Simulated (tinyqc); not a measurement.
Joule-heated wire on a substrate, fin equation: two steps of the calculation.

A wire of length L loses heat along itself to two contacts and sideways to the substrate: kap A theta'' - g theta + p = 0 with theta = T - T0 and p(x) = p0 exp(-((x/L - x0)/sg)^2/2). The ends are held at T0. Constant conductivity, diffusive heat flow.

Values chosen for this exercise: temperature of substrate and contacts T0 = 350 K; conductivity along the wire kap = 23 W/(m K); cross-section A = 3700 nm^2; conductance per length to the substrate g = 0.71 W/(m K); length between the contacts L = 2100 nm; thermal resistance of each contact Rc = 0 K/uW; peak heating per length p0 = 0.036 uW/nm; place of the hot spot as a share of L x0 = 0.81; width of the hot spot as a share of L sg = 0.1.

Question 1. The tridiagonal system. Nodes x_i = i h, h = L/8; box widths w_i = h (h/2 at the ends); c = kap A/h; equation of node i: -c theta_(i-1) + d_i theta_i - c theta_(i+1) = b_i with d_i = 2 c + g w_i, b_i = p(x_i) w_i; theta = 0 at the end nodes.

Wanted: c; d; b.

Answer 1.

c = 0.32419 uW/K

```
node  d (uW/K)      b (uW)
1      0.83476  6.1142e-10
2      0.83476   1.4645e-6
3      0.83476   7.3530e-4
4      0.83476    0.077383
5      0.83476      1.7070
6      0.83476      7.8933
7      0.83476      7.6505
```

Question 2. Temperature rise. Solve -c theta_(i-1) + d_i theta_i - c theta_(i+1) = b_i for nodes 1 to 7, with theta = 0 at nodes 0 and 8.

c = 0.32419048 uW/K

```
node    d (uW/K)         b (uW)
1     0.83475595  6.1142106e-10
2     0.83475595   1.4645167e-6
3     0.83475595   7.3529759e-4
4     0.83475595    0.077383225
5     0.83475595      1.7070466
6     0.83475595      7.8933035
7     0.83475595      7.6504521
```

Wanted: theta.

Answer 2.

theta, node 0 to 8 (K): 0.00  0.51  1.32  2.89  6.11  12.61  21.09  17.36  0.00

tinyqc, about 0.01 s, one thread, Intel Xeon 2.30GHz (shared host): `OMP_NUM_THREADS=1 python tinyqc.py 2520113 2520114 out.jsonl`
